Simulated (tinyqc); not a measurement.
Inside a calculation. Method: coupled-perturbed Hartree-Fock on RHF in the 6-311g basis, for H2, spin multiplicity 1. Computed by tinyqc, a small Python program that keeps every step (integrals from PySCF). Settings: charge = 0, multiplicity = 1, basis = 6-311g, method = RHF, energy threshold = 1e-10, iteration cap = 62, orthogonalisation = canonical, start = core, DIIS depth = 6. Command: `OMP_NUM_THREADS=1 python tinyqc.py 22602 22603 out.jsonl` (the two numbers bound the seeds that draw the settings). One thread of a shared host (Intel(R) Xeon(R) Processor @ 2.60GHz), about 0.1 s of CPU time with the checks. The early iterations of the SCF are left out here.

## One-electron integrals

Geometry (angstrom):
```
atom       x       y       z
H     0.0000  0.0000  0.0000
H     0.0000  0.0000  0.9380
```

Basis 6-311g: exponents (1/bohr^2) and contraction coefficients of normalised primitives:
```
element  l (shell)  exponent  coefficient
H            s (1)   33.8650       0.0255
H            s (1)    5.0948       0.1904
H            s (1)    1.1588       0.8522
H            s (2)    0.3258       1.0000
H            s (3)    0.1027       1.0000
```

Overlap, kinetic and nuclear-attraction integrals over the contracted functions; the nuclear repulsion is the sum of Za Zb / Rab.

nuclear repulsion = 0.564155 hartree

overlap S, lower triangle:
```
        1H 1s   1H 2s   1H 3s   2H 1s   2H 2s   2H 3s
1H 1s  1.0000
1H 2s  0.7064  1.0000
1H 3s  0.3737  0.7890  1.0000
2H 1s  0.1293  0.3133  0.2774  1.0000
2H 2s  0.3133  0.5994  0.6173  0.7064  1.0000
2H 3s  0.2774  0.6173  0.8509  0.3737  0.7890  1.0000
```

kinetic energy T (hartree), lower triangle:
```
         1H 1s   1H 2s   1H 3s   2H 1s   2H 2s   2H 3s
1H 1s   2.3043
1H 2s   0.5491  0.4888
1H 3s   0.1063  0.1849  0.1541
2H 1s  -0.0770  0.1110  0.0632  2.3043
2H 2s   0.1110  0.1930  0.1210  0.5491  0.4888
2H 3s   0.0632  0.1210  0.1170  0.1063  0.1849  0.1541
```

nuclear attraction V (hartree), lower triangle:
```
         1H 1s    1H 2s    1H 3s    2H 1s    2H 2s    2H 3s
1H 1s  -2.6752
1H 2s  -1.4584  -1.4508
1H 3s  -0.7249  -0.9831  -0.9313
2H 1s  -0.2866  -0.6554  -0.5467  -2.6752
2H 2s  -0.6554  -0.9310  -0.8053  -1.4584  -1.4508
2H 3s  -0.5467  -0.8053  -0.8259  -0.7249  -0.9831  -0.9313
```

core Hamiltonian H = T + V (hartree), lower triangle:
```
         1H 1s    1H 2s    1H 3s    2H 1s    2H 2s    2H 3s
1H 1s  -0.3708
1H 2s  -0.9093  -0.9620
1H 3s  -0.6185  -0.7982  -0.7772
2H 1s  -0.3636  -0.5444  -0.4835  -0.3708
2H 2s  -0.5444  -0.7381  -0.6844  -0.9093  -0.9620
2H 3s  -0.4835  -0.6844  -0.7088  -0.6185  -0.7982  -0.7772
```

## Two-electron integrals

Functions are numbered as in S; the eight-fold symmetry (ij|kl) = (ji|kl) = (kl|ij) leaves the list below.

Two-electron integrals (ij|kl) in chemists' order, unique and non-zero (hartree):
```
(11|11) 1.3930   (21|11) 0.8230   (21|21) 0.5097   (22|11) 0.8229
(22|21) 0.5430   (22|22) 0.6441   (31|11) 0.4113   (31|21) 0.2578
(31|22) 0.2799   (31|31) 0.1308   (32|11) 0.5437   (32|21) 0.3658
(32|22) 0.4527   (32|31) 0.1898   (32|32) 0.3251   (33|11) 0.4940
(33|21) 0.3401   (33|22) 0.4460   (33|31) 0.1780   (33|32) 0.3318
(33|33) 0.3617   (41|11) 0.1250   (41|21) 0.0809   (41|22) 0.0920
(41|31) 0.0414   (41|32) 0.0633   (41|33) 0.0604   (41|41) 0.0204
(42|11) 0.2121   (42|21) 0.1449   (42|22) 0.1831   (42|31) 0.0755
(42|32) 0.1320   (42|33) 0.1344   (42|41) 0.0409   (42|42) 0.0990
(43|11) 0.1645   (43|21) 0.1137   (43|22) 0.1481   (43|31) 0.0595
(43|32) 0.1086   (43|33) 0.1138   (43|41) 0.0323   (43|42) 0.0832
(43|43) 0.0719   (44|11) 0.5619   (44|21) 0.3934   (44|22) 0.5257
(44|31) 0.2070   (44|32) 0.3890   (44|33) 0.4104   (44|41) 0.1250
(44|42) 0.3471   (44|43) 0.3033   (44|44) 1.3930   (51|11) 0.3471
(51|21) 0.2173   (51|22) 0.2355   (51|31) 0.1102   (51|32) 0.1596
(51|33) 0.1495   (51|41) 0.0409   (51|42) 0.0758   (51|43) 0.0595
(51|44) 0.2121   (51|51) 0.0990   (52|11) 0.4322   (52|21) 0.2898
(52|22) 0.3555   (52|31) 0.1502   (52|32) 0.2540   (52|33) 0.2568
(52|41) 0.0625   (52|42) 0.1380   (52|43) 0.1148   (52|44) 0.4322
(52|51) 0.1380   (52|52) 0.2314   (53|11) 0.3460   (53|21) 0.2369
(53|22) 0.3057   (53|31) 0.1237   (53|32) 0.2249   (53|33) 0.2393
(53|41) 0.0529   (53|42) 0.1266   (53|43) 0.1092   (53|44) 0.4160
(53|51) 0.1141   (53|52) 0.2084   (53|53) 0.1990   (54|11) 0.3934
(54|21) 0.2740   (54|22) 0.3633   (54|31) 0.1439   (54|32) 0.2688
(54|33) 0.2850   (54|41) 0.0809   (54|42) 0.2173   (54|43) 0.1904
(54|44) 0.8230   (54|51) 0.1449   (54|52) 0.2898   (54|53) 0.2804
(54|54) 0.5097   (55|11) 0.5257   (55|21) 0.3633   (55|22) 0.4781
(55|31) 0.1904   (55|32) 0.3550   (55|33) 0.3826   (55|41) 0.0920
(55|42) 0.2355   (55|43) 0.2071   (55|44) 0.8229   (55|51) 0.1831
(55|52) 0.3555   (55|53) 0.3487   (55|54) 0.5430   (55|55) 0.6441
(61|11) 0.3033   (61|21) 0.1904   (61|22) 0.2071   (61|31) 0.0966
(61|32) 0.1406   (61|33) 0.1320   (61|41) 0.0323   (61|42) 0.0595
(61|43) 0.0469   (61|44) 0.1645   (61|51) 0.0832   (61|52) 0.1148
(61|53) 0.0948   (61|54) 0.1137   (61|55) 0.1481   (61|61) 0.0719
(62|11) 0.4160   (62|21) 0.2804   (62|22) 0.3487   (62|31) 0.1456
(62|32) 0.2511   (62|33) 0.2574   (62|41) 0.0529   (62|42) 0.1141
(62|43) 0.0948   (62|44) 0.3460   (62|51) 0.1266   (62|52) 0.2084
(62|53) 0.1876   (62|54) 0.2369   (62|55) 0.3057   (62|61) 0.1092
(62|62) 0.1990   (63|11) 0.4002   (63|21) 0.2762   (63|22) 0.3645
(63|31) 0.1447   (63|32) 0.2724   (63|33) 0.2997   (63|41) 0.0540
(63|42) 0.1261   (63|43) 0.1088   (63|44) 0.4002   (63|51) 0.1261
(63|52) 0.2275   (63|53) 0.2187   (63|54) 0.2762   (63|55) 0.3645
(63|61) 0.1088   (63|62) 0.2187   (63|63) 0.2619   (64|11) 0.2070
(64|21) 0.1439   (64|22) 0.1904   (64|31) 0.0755   (64|32) 0.1409
(64|33) 0.1497   (64|41) 0.0414   (64|42) 0.1102   (64|43) 0.0966
(64|44) 0.4113   (64|51) 0.0755   (64|52) 0.1502   (64|53) 0.1456
(64|54) 0.2578   (64|55) 0.2799   (64|61) 0.0595   (64|62) 0.1237
(64|63) 0.1447   (64|64) 0.1308   (65|11) 0.3890   (65|21) 0.2688
(65|22) 0.3550   (65|31) 0.1409   (65|32) 0.2648   (65|33) 0.2892
(65|41) 0.0633   (65|42) 0.1596   (65|43) 0.1406   (65|44) 0.5437
(65|51) 0.1320   (65|52) 0.2540   (65|53) 0.2511   (65|54) 0.3658
(65|55) 0.4527   (65|61) 0.1086   (65|62) 0.2249   (65|63) 0.2724
(65|64) 0.1898   (65|65) 0.3251   (66|11) 0.4104   (66|21) 0.2850
(66|22) 0.3826   (66|31) 0.1497   (66|32) 0.2892   (66|33) 0.3263
(66|41) 0.0604   (66|42) 0.1495   (66|43) 0.1320   (66|44) 0.4940
(66|51) 0.1344   (66|52) 0.2568   (66|53) 0.2574   (66|54) 0.3401
(66|55) 0.4460   (66|61) 0.1138   (66|62) 0.2393   (66|63) 0.2997
(66|64) 0.1780   (66|65) 0.3318   (66|66) 0.3617
```

## Orthogonalisation

S = U s U^T; canonical form X = U s^(-1/2), so that X^T S X = 1. Each column of U has its largest component positive (the first on a tie).

eigenvalues of S: 0.0443  0.1326  0.2530  0.7683  1.1231  3.6788

X:
```
             1        2        3        4        5       6
1H 1s   0.6281  -0.9532  -0.6985   0.6157   0.5655  0.1550
1H 2s  -1.9695   1.4685   0.8942   0.1076   0.3350  0.2362
1H 3s   2.6499  -0.8406   0.8301  -0.5100   0.1150  0.2369
2H 1s  -0.6281  -0.9532   0.6985   0.6157  -0.5655  0.1550
2H 2s   1.9695   1.4685  -0.8942   0.1076  -0.3350  0.2362
2H 3s  -2.6499  -0.8406  -0.8301  -0.5100  -0.1150  0.2369
```

## Iteration 6 (converged): orbitals

converged F (hartree), lower triangle:
```
         1H 1s    1H 2s    1H 3s    2H 1s    2H 2s    2H 3s
1H 1s   0.6636
1H 2s  -0.3714  -0.3035
1H 3s  -0.4289  -0.3625  -0.2600
2H 1s  -0.3928  -0.4262  -0.3871   0.6636
2H 2s  -0.4262  -0.4388  -0.3831  -0.3714  -0.3035
2H 3s  -0.3871  -0.3831  -0.2835  -0.4289  -0.3625  -0.2600
```

Diagonalise F' = X^T F X, C = X C', fill 1 alpha and 1 beta electrons from the bottom; D = 2 C_occ C_occ^T. Each column has its largest component positive (the first on a tie).

F' = X^T F X (hartree), lower triangle:
```
         1        2        3        4       5        6
1   1.2313
2   0.0000   2.0539
3  -0.9462   0.0000   1.3008
4   0.0000  -0.9940   0.0000   0.8826
5   0.3829   0.0000  -0.7361   0.0000  0.7404
6   0.0000  -0.0240   0.0000  -0.0807  0.0000  -0.5343
```

orbital energies (hartree): MO1 -0.5422, MO2 0.1352, MO3 0.3223, MO4 0.5726, MO5 2.5647, MO6 2.6221

coefficients C:
```
          MO1      MO2      MO3      MO4      MO5      MO6
1H 1s  0.1670   0.0986  -0.0456  -0.0969  -1.0877  -1.1321
1H 2s  0.3060   0.0515  -0.7968  -1.4161   1.6682   1.2228
1H 3s  0.1568   1.6878   0.8790   1.9284  -1.0757  -0.4752
2H 1s  0.1670  -0.0986  -0.0456   0.0969   1.0877  -1.1321
2H 2s  0.3060  -0.0515  -0.7968   1.4161  -1.6682   1.2228
2H 3s  0.1568  -1.6878   0.8790  -1.9284   1.0757  -0.4752
```

D after iteration 6, lower triangle:
```
        1H 1s   1H 2s   1H 3s   2H 1s   2H 2s   2H 3s
1H 1s  0.0558
1H 2s  0.1022  0.1873
1H 3s  0.0524  0.0960  0.0492
2H 1s  0.0558  0.1022  0.0524  0.0558
2H 2s  0.1022  0.1873  0.0960  0.1022  0.1873
2H 3s  0.0524  0.0960  0.0492  0.0524  0.0960  0.0492
```

## Convergence

Stop when the energy changes by less than 1e-10 hartree and every element of the error matrix X^T (F D S - S D F) X is below 3e-06.

Course of the cycle:
```
iteration  E (hartree)     change  largest element of the error matrix
1            -1.068868          -                             2.68e-01
2            -1.105687  -3.68e-02                             5.21e-02
3            -1.107556  -1.87e-03                             4.61e-03
4            -1.107571  -1.46e-05                             1.58e-04
5            -1.107571  -1.93e-08                             7.31e-07
6            -1.107571  -2.76e-13                             3.61e-07
```

PySCF RHF in the same basis = -1.107571 hartree

Converged in 6 iterations.

## Integrals over molecular orbitals

(pq|rs) = sum C_ip C_jq C_kr C_ls (ij|kl), one index at a time.

one-electron integrals over orbitals h = C^T H C (hartree), lower triangle:
```
         1        2        3        4       5       6
1  -1.1295
2   0.0000  -0.5278
3   0.1234   0.0000  -0.3394
4   0.0000   0.2074   0.0000  -0.2632
5   0.0000   0.0283   0.0000  -0.2065  1.4114
6   0.0690   0.0000  -0.1462   0.0000  0.0000  1.4862
```

Two-electron integrals over orbitals (pq|rs), unique and non-zero (hartree):
```
(11|11) 0.5873    (21|21) 0.0659    (22|11) 0.3645    (22|22) 0.3115
(31|11) -0.1234   (31|22) -0.0354   (31|31) 0.0544    (32|21) 0.0165
(32|32) 0.0319    (33|11) 0.3581    (33|22) 0.2792    (33|31) -0.0387
(33|33) 0.2815    (41|21) -0.0726   (41|32) 0.0044    (41|41) 0.0994
(42|11) -0.1400   (42|22) -0.0563   (42|31) 0.0465    (42|33) -0.0505
(42|42) 0.0629    (43|21) 0.0453    (43|32) 0.0157    (43|41) -0.0487
(43|43) 0.0380    (44|11) 0.4676    (44|22) 0.3337    (44|31) -0.0814
(44|33) 0.3087    (44|42) -0.1030   (44|44) 0.4063    (51|21) -0.0289
(51|32) 0.0186    (51|41) 0.0572    (51|43) -0.0291   (51|51) 0.0793
(52|11) -0.0286   (52|22) 0.0074    (52|31) 0.0238    (52|33) -0.0045
(52|42) 0.0100    (52|44) -0.0174   (52|52) 0.0272    (53|21) 0.0332
(53|32) -0.0061   (53|41) -0.0492   (53|43) 0.0235    (53|51) -0.0435
(53|53) 0.0320    (54|11) 0.1318    (54|22) 0.0358    (54|31) -0.0589
(54|33) 0.0457    (54|42) -0.0512   (54|44) 0.0909    (54|52) -0.0398
(54|54) 0.0863    (55|11) 0.6163    (55|22) 0.3776    (55|31) -0.1444
(55|33) 0.3639    (55|42) -0.1580   (55|44) 0.5024    (55|52) -0.0603
(55|54) 0.1912    (55|55) 0.7455    (61|11) -0.0690   (61|22) -0.0163
(61|31) 0.0413    (61|33) -0.0199   (61|42) 0.0306    (61|44) -0.0554
(61|52) 0.0376    (61|54) -0.0703   (61|55) -0.1402   (61|61) 0.0738
(62|21) -0.0085   (62|32) 0.0059    (62|41) 0.0186    (62|43) -0.0126
(62|51) 0.0341    (62|53) -0.0155   (62|62) 0.0173    (63|11) 0.0937
(63|22) 0.0364    (63|31) -0.0362   (63|33) 0.0335    (63|42) -0.0370
(63|44) 0.0684    (63|52) -0.0180   (63|54) 0.0494    (63|55) 0.1299
(63|61) -0.0398   (63|63) 0.0333    (64|21) 0.0231    (64|32) -0.0188
(64|41) -0.0475   (64|43) 0.0200    (64|51) -0.0625   (64|53) 0.0356
(64|62) -0.0272   (64|64) 0.0543    (65|21) 0.1061    (65|32) -0.0035
(65|41) -0.1450   (65|43) 0.0803    (65|51) -0.1252   (65|53) 0.0903
(65|62) -0.0494   (65|64) 0.1023    (65|65) 0.2811    (66|11) 0.6048
(66|22) 0.3657    (66|31) -0.1364   (66|33) 0.3612    (66|42) -0.1514
(66|44) 0.4869    (66|52) -0.0559   (66|54) 0.1786    (66|55) 0.7105
(66|61) -0.1195   (66|63) 0.1194    (66|66) 0.6902
```

## Response to a field: uncoupled start

dipole integrals <a|z|i> (bohr):
```
         i1
a2  -1.1118
a3   0.0000
a4   0.4117
a5  -0.0307
a6   0.0000
```

Field along z; U_ai = -mu_ai / (e_a - e_i), alpha = -4 sum U_ai mu_ai.

uncoupled U:
```
         i1
a2   1.6412
a3   0.0000
a4  -0.3693
a5   0.0099
a6   0.0000
```

uncoupled polarisability = 7.9078 bohr^3

## Coupled step 1

U_ai = -(mu_ai + sum_bj [4 (ai|bj) - (ab|ij) - (aj|bi)] U_bj) / (e_a - e_i); alpha = -4 sum U_ai mu_ai.

U after step 1:
```
         i1
a2   2.0033
a3   0.0000
a4  -0.3114
a5   0.0464
a6   0.0000
```

polarisability = 9.4273 bohr^3

## Coupled step 2

As before.

U after step 2:
```
         i1
a2   2.1021
a3   0.0000
a4  -0.2786
a5   0.0569
a6   0.0000
```

polarisability = 9.8142 bohr^3

## Coupled polarisability

Repeat until U stops changing; compare with -d2E/dF2.

Course of the coupled iterations:
```
step  alpha (bohr^3)
0             7.9078
1             9.4273
2             9.8142
3             9.9244
4             9.9570
5             9.9668
6             9.9697
7             9.9706
8             9.9709
9             9.9710
10            9.9710
11            9.9710
12            9.9710
13            9.9710
14            9.9710
15            9.9710
16            9.9710
```

coupled polarisability = 9.9710 bohr^3

finite-field check, fields of +/-0.001 au = 9.9710 bohr^3
